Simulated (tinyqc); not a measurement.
# Film and buried-oxide thickness from two coupling ratios

Problem. In a depleted film -dVT/dVb is k1 = Cs Cbox/(Cox (Cs + Cbox)) for a front channel and k2 = Cbox (Cox + Cs)/(Cox Cs) for a back channel, with Cox = eps0 eox/tox, Cs = eps0 eps_r/ts, Cbox = 3.9 eps0/tb. Find ts and tb.

Values chosen for this exercise; band and dielectric values close to those of In0.53Ga0.47As:
```
symbol  value  unit                                                                 meaning
eps_r    13.6                                                         relative permittivity
eox       3.9        relative permittivity of the gate insulator (close to silicon dioxide)
tox       4.6    nm                                                     insulator thickness
```

coupling ratios for a front and a back channel: [0.21066810, 0.32176471]

Solution. With y = Cox/Cs and z = Cox/Cbox, 1/k1 = y + z and k2 = (1 + y)/z, so y = (k2/k1 - 1)/(1 + k2); the thicknesses follow from y and z.

ts = 6.400 nm
tb = 20.00 nm

Program tinyqc, `OMP_NUM_THREADS=1 python tinyqc.py 2190019 2190020 out.jsonl`; Intel Xeon 2.30GHz, shared host, one thread, about 0.4 s.
